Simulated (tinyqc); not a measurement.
Thermionic emission over a Gaussian spread of barriers: effect of temperature.

Metal on an n-type semiconductor with one parabolic valley; V > 0 is forward bias (metal positive). Patches of barrier height b are spread as a Gaussian with mean phi - r2 V and variance sg^2 + r3 V; each carries A* T^2 exp(-b/Vt) [exp(V/Vt) - 1].

A* = 4 pi q me m0 kB^2/h^3 (times 1e-4 for A/(cm^2 K^2)). The mean of exp(-b/Vt) gives the apparent barrier phi_ap(V) = phi - r2 V - (sg^2 + r3 V)/(2 Vt), J = A* T^2 exp(-phi_ap/Vt) [exp(V/Vt) - 1], and 1/n = 1 + r2 + r3/(2 Vt). J0 = A* T^2 exp(-phi_ap(0)/Vt); the current at zero bias is centred on b = phi - sg^2/Vt.

Inputs (values chosen for the exercise); band and dielectric values close to those of 4H silicon carbide:
- me = 0.37 m0 (electron mass)
- phi = 0.95 eV (barrier height seen from the metal)
- sg = 0.071 eV (standard deviation of the barrier heights)
- r2 = -0.053 (shift of the mean barrier per volt, with its sign reversed (rho2))
- r3 = -0.0019 V (change of sg^2 per volt (rho3))

Constants: q = 1.602176634e-19 C, kB = 1.380649e-23 J/K, h = 6.62607015e-34 J s, m0 = 9.1093837015e-31 kg, Vt = kB T/q. Results are converted to the units shown.

Effect of temperature:
```
T (K),phi_ap(0) (eV),n,J0 (A/cm^2),barrier that carries most current (eV)
100,0.6575,1.195,3.244e-28,0.3650
140,0.7411,1.152,1.831e-21,0.5322
180,0.7875,1.129,1.286e-16,0.6250
220,0.8170,1.115,4.129e-13,0.6841
260,0.8375,1.105,1.754e-10,0.7250
300,0.8525,1.099,1.909e-8,0.7550
350,0.8664,1.092,1.820e-6,0.7829
400,0.8769,1.088,6.367e-5,0.8038
```

What does the table show?

The apparent barrier rises from 0.658 to 0.877 eV and n falls from 1.20 to 1.09. A Richardson plot, ln(J0/T^2) against 1/Vt, has the slope -0.449 eV between the first two rows and -0.793 eV between the last two, against phi = 0.95 eV: the plot bends, because cold electrons seek the low patches. In 5 of the 8 rows sg exceeds 3 Vt, so the current comes from more than three deviations below the mean, a tiny share of the area that a Gaussian of independent patches describes poorly.

Range of the model: One isotropic valley is assumed; bands with several valleys have a larger Richardson constant and Nc.

Numbers from tinyqc (`OMP_NUM_THREADS=1 python tinyqc.py 2640083 2640084 out.jsonl`; about 0.01 s on one thread of a shared Intel Xeon 2.30GHz).
